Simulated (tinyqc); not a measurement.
Inside a calculation. Method: CIS on RHF in the 6-31g basis, for H2, spin multiplicity 1. Computed by tinyqc, a small Python program that keeps every step (integrals from PySCF). Settings: charge = 0, multiplicity = 1, basis = 6-31g, method = RHF, energy threshold = 1e-10, iteration cap = 72, orthogonalisation = symmetric, start = atomic densities, DIIS depth = 6. Command: `OMP_NUM_THREADS=1 python tinyqc.py 29941 29942 out.jsonl` (the two numbers bound the seeds that draw the settings). One thread of a shared host (Intel(R) Xeon(R) Processor @ 2.60GHz), about 0.05 s of CPU time with the checks. The early iterations of the SCF are left out here.

## One-electron integrals

Geometry (angstrom):
```
atom       x       y       z
H     0.0000  0.0000  0.0000
H     0.0000  0.0000  0.9250
```

Basis 6-31g: exponents (1/bohr^2) and contraction coefficients of normalised primitives:
```
element  l (shell)  exponent  coefficient
H            s (1)   18.7311       0.0335
H            s (1)    2.8254       0.2347
H            s (1)    0.6401       0.8138
H            s (2)    0.1613       1.0000
```

Overlap, kinetic and nuclear-attraction integrals over the contracted functions; the nuclear repulsion is the sum of Za Zb / Rab.

nuclear repulsion = 0.572083 hartree

overlap S, lower triangle:
```
        1H 1s   1H 2s   2H 1s   2H 2s
1H 1s  1.0000
1H 2s  0.6583  1.0000
2H 1s  0.3046  0.4406  1.0000
2H 2s  0.4406  0.7816  0.6583  1.0000
```

kinetic energy T (hartree), lower triangle:
```
        1H 1s   1H 2s   2H 1s   2H 2s
1H 1s  1.3957
1H 2s  0.2597  0.2419
2H 1s  0.0711  0.1270  1.3957
2H 2s  0.1270  0.1580  0.2597  0.2419
```

nuclear attraction V (hartree), lower triangle:
```
         1H 1s    1H 2s    2H 1s    2H 2s
1H 1s  -2.2234
1H 2s  -1.1099  -1.1212
2H 1s  -0.6254  -0.7684  -2.2234
2H 2s  -0.7684  -0.9253  -1.1099  -1.1212
```

core Hamiltonian H = T + V (hartree), lower triangle:
```
         1H 1s    1H 2s    2H 1s    2H 2s
1H 1s  -0.8277
1H 2s  -0.8502  -0.8793
2H 1s  -0.5542  -0.6414  -0.8277
2H 2s  -0.6414  -0.7672  -0.8502  -0.8793
```

## Two-electron integrals

Functions are numbered as in S; the eight-fold symmetry (ij|kl) = (ji|kl) = (kl|ij) leaves the list below.

Two-electron integrals (ij|kl) in chemists' order, unique and non-zero (hartree):
```
(11|11) 1.0766   (21|11) 0.5785   (21|21) 0.3294   (22|11) 0.5874
(22|21) 0.3613   (22|22) 0.4532   (31|11) 0.2545   (31|21) 0.1473
(31|22) 0.1648   (31|31) 0.0872   (32|11) 0.2686   (32|21) 0.1660
(32|22) 0.2075   (32|31) 0.1056   (32|32) 0.1465   (33|11) 0.5561
(33|21) 0.3528   (33|22) 0.4585   (33|31) 0.2545   (33|32) 0.3783
(33|33) 1.0766   (41|11) 0.3783   (41|21) 0.2166   (41|22) 0.2396
(41|31) 0.1056   (41|32) 0.1222   (41|33) 0.2686   (41|41) 0.1465
(42|11) 0.4292   (42|21) 0.2662   (42|22) 0.3402   (42|31) 0.1373
(42|32) 0.1842   (42|33) 0.4292   (42|41) 0.1842   (42|42) 0.2768
(43|11) 0.3528   (43|21) 0.2225   (43|22) 0.2901   (43|31) 0.1473
(43|32) 0.2166   (43|33) 0.5785   (43|41) 0.1660   (43|42) 0.2662
(43|43) 0.3294   (44|11) 0.4585   (44|21) 0.2901   (44|22) 0.3885
(44|31) 0.1648   (44|32) 0.2396   (44|33) 0.5874   (44|41) 0.2075
(44|42) 0.3402   (44|43) 0.3613   (44|44) 0.4532
```

## Orthogonalisation

S = U s U^T; symmetric (Loewdin) form X = U s^(-1/2) U^T, so that X^T S X = 1.

eigenvalues of S: 0.1340  0.4186  0.7799  2.6675

X, lower triangle:
```
         1H 1s    1H 2s    2H 1s   2H 2s
1H 1s   1.2597
1H 2s  -0.4977   1.7515
2H 1s  -0.0818   0.0416   1.2597
2H 2s   0.0416  -0.7716  -0.4977  1.7515
```

## Iteration 5 (converged): orbitals

converged F (hartree), lower triangle:
```
         1H 1s    1H 2s    2H 1s    2H 2s
1H 1s   0.0592
1H 2s  -0.4499  -0.3224
2H 1s  -0.4564  -0.4460   0.0592
2H 2s  -0.4460  -0.3687  -0.4499  -0.3224
```

Diagonalise F' = X^T F X, C = X C', fill 1 alpha and 1 beta electrons from the bottom; D = 2 C_occ C_occ^T. Each column has its largest component positive (the first on a tie).

F' = X^T F X (hartree), lower triangle:
```
         1        2        3       4
1   0.6073
2  -0.5743   0.2549
3  -0.3398  -0.1238   0.6073
4  -0.1238  -0.2006  -0.5743  0.2549
```

orbital energies (hartree): MO1 -0.5453, MO2 0.1880, MO3 0.8671, MO4 1.2145

coefficients C:
```
          MO1      MO2      MO3      MO4
1H 1s  0.2981   0.1563   0.8419  -1.0104
1H 2s  0.3155   1.3395  -0.6961   1.2386
2H 1s  0.2981  -0.1563   0.8419   1.0104
2H 2s  0.3155  -1.3395  -0.6961  -1.2386
```

D after iteration 5, lower triangle:
```
        1H 1s   1H 2s   2H 1s   2H 2s
1H 1s  0.1777
1H 2s  0.1881  0.1991
2H 1s  0.1777  0.1881  0.1777
2H 2s  0.1881  0.1991  0.1881  0.1991
```

## Convergence

Stop when the energy changes by less than 1e-10 hartree and every element of the error matrix X^T (F D S - S D F) X is below 3e-06.

Course of the cycle:
```
iteration  E (hartree)     change  largest element of the error matrix
1            -0.769855          -                             7.97e-02
2            -1.107420  -3.38e-01                             1.49e-02
3            -1.107781  -3.61e-04                             2.64e-03
4            -1.107793  -1.17e-05                             8.65e-07
5            -1.107793  -1.06e-12                             3.43e-07
```

PySCF RHF in the same basis = -1.107793 hartree

Converged in 5 iterations.

## Integrals over molecular orbitals

(pq|rs) = sum C_ip C_jq C_kr C_ls (ij|kl), one index at a time.

one-electron integrals over orbitals h = C^T H C (hartree), lower triangle:
```
         1        2        3       4
1  -1.1346
2   0.0000  -0.5903
3  -0.1438   0.0000  -0.0581
4   0.0000   0.1988   0.0000  0.1430
```

Two-electron integrals over orbitals (pq|rs), unique and non-zero (hartree):
```
(11|11) 0.5893      (21|21) 0.0995      (22|11) 0.4389      (22|22) 0.3961
(31|11) 0.1438      (31|22) 0.0629      (31|31) 0.0989      (32|21) -3.41e-04
(32|32) 0.0350      (33|11) 0.5121      (33|22) 0.3951      (33|31) 0.1191
(33|33) 0.4693      (41|21) -0.0811     (41|32) -0.0411     (41|41) 0.1184
(42|11) -0.1399     (42|22) -0.0670     (42|31) -0.0796     (42|33) -0.1127
(42|42) 0.0785      (43|21) -0.1089     (43|32) -0.0251     (43|41) 0.1259
(43|43) 0.1596      (44|11) 0.5949      (44|22) 0.4472      (44|31) 0.1799
(44|33) 0.5377      (44|42) -0.1654     (44|44) 0.6614
```

## CIS matrix, singlets

A(ia,jb) = (e_a - e_i) d_ij d_ab + 2 (ia|jb) - (ij|ab).

CIS matrix A, singlet (hartree), lower triangle:
```
         1>2     1>3     1>4
1>2   0.4933
1>3   0.0000  1.0981
1>4  -0.0222  0.0000  1.4016
```

## CIS singlet states

dipole integrals <i|r|a> (bohr):
```
          x       y        z
1>2  0.0000  0.0000  -1.1670
1>3  0.0000  0.0000   0.0000
1>4  0.0000  0.0000   0.1185
```

Diagonalise A (1 hartree = 27.211386 eV); each vector has its largest component positive (the first on a tie). The transition dipole is mu = sqrt2 sum c_ia <i|r|a>.

singlet excitation energies (eV): 13.4096  29.8812  38.1538

lowest vectors:
```
     state 1  state 2  state 3
1>2   0.9997   0.0000  -0.0244
1>3   0.0000   1.0000   0.0000
1>4   0.0244   0.0000   0.9997
```

oscillator strengths 2/3 w |mu|^2: 0.8898  0.0000  0.0404

## CIS matrix, triplets

A(ia,jb) = (e_a - e_i) d_ij d_ab - (ij|ab).

CIS matrix A, triplet (hartree), lower triangle:
```
        1>2     1>3     1>4
1>2  0.2944
1>3  0.0000  0.9003
1>4  0.1399  0.0000  1.1649
```

## CIS triplet states

Diagonalise A (1 hartree = 27.211386 eV); each vector has its largest component positive (the first on a tie).

triplet excitation energies (eV): 7.4132  24.4991  32.2943

lowest vectors:
```
     state 1  state 2  state 3
1>2   0.9879   0.0000   0.1549
1>3   0.0000   1.0000   0.0000
1>4  -0.1549   0.0000   0.9879
```
